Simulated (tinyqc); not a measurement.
Metal gate on a two-layer dielectric stack with fixed charge and a dipole: two steps of the calculation.

Gate, layer 2, layer 1, p-type semiconductor; x runs from the gate inwards. Charges are counted in units of +q. psi is the band bending at the surface, positive towards inversion. Classical charge, Boltzmann statistics, no interface traps.

Inputs (values chosen for the exercise); band and dielectric values close to those of germanium, layer 1 close to silicon dioxide, layer 2 close to hafnium oxide: temperature T = 300 K; band gap Eg = 0.658 eV; relative permittivity eps_r = 15.7; valence-band density of states at T Nv = 6.05e18 cm^-3; electron affinity chi = 3.94 eV; acceptor density Na = 1.7e18 cm^-3; work function of the gate metal pM = 4.88 eV; thickness of layer 1, next to the semiconductor t1 = 0.9 nm; relative permittivity of layer 1 e1 = 3.8; thickness of layer 2, next to the gate t2 = 5.6 nm; relative permittivity of layer 2 e2 = 21.9; fixed charge at the semiconductor interface Q1 = 4.5e11 cm^-2; fixed charge between the layers Q2 = 1.7e12 cm^-2; uniform charge density in layer 1 r1 = 1.3e18 cm^-3; uniform charge density in layer 2 r2 = -5.5e17 cm^-3; flat-band shift by a dipole layer between the layers Vd = 0 V; band bending psi of the working point ps = 0.322 V.

Constants: q = 1.602176634e-19 C, kB = 1.380649e-23 J/K, Vt = kB T/q, eps0 = 8.8541878128e-14 F/cm where lengths are in cm. Results are converted to the units shown.

Task 1. Equivalent thickness and work-function difference. EOT = 3.9 (t1/e1 + t2/e2), Cox = eps0/(t1/e1 + t2/e2); phi_ms = pM - (chi + Eg - Vt ln(Nv/Na)).

Give: EOT; Cox; share of layer 1 in the EOT; phi_ms.

Result 1.

EOT = 1.921 nm
Cox = 1.798 uF/cm^2
share of layer 1 in the EOT = 48.08 %
phi_ms = 0.3148 V

Task 2. Fields and voltage drops. Gauss: D = -Qs just inside the semiconductor; going towards the gate subtract q Q1, then q r1 t1, q Q2 and q r2 t2. Field = D/(eps0 e); the drop over a layer is its mean field times its thickness; Vg = phi_ms + Vd + psi + both drops.

Qs = -0.47355916 uC/cm^2

Give: D; field; drop over layer 2; drop over layer 1; Vg.

Result 2.

```
place                        D (uC/cm^2)  field (MV/cm)
layer 2, gate side                0.1597          0.082
layer 2, inner side               0.1103          0.057
layer 1, outer side               0.3827          1.137
layer 1, semiconductor side       0.4015          1.193
semiconductor surface             0.4736          0.341
```

drop over layer 2 = 0.03899 V
drop over layer 1 = 0.1049 V
Vg = 0.7807 V

The same Vg follows from Vfb + psi - Qs/Cox. The largest field, 1.19 MV/cm in size, is at: layer 1, semiconductor side.

Range of the model: The acceptor density exceeds a tenth of Nv, where Boltzmann statistics begin to fail.

Numbers from tinyqc (`OMP_NUM_THREADS=1 python tinyqc.py 2010122 2010123 out.jsonl`; about 0.01 s on one thread of a shared Intel Xeon 2.30GHz).
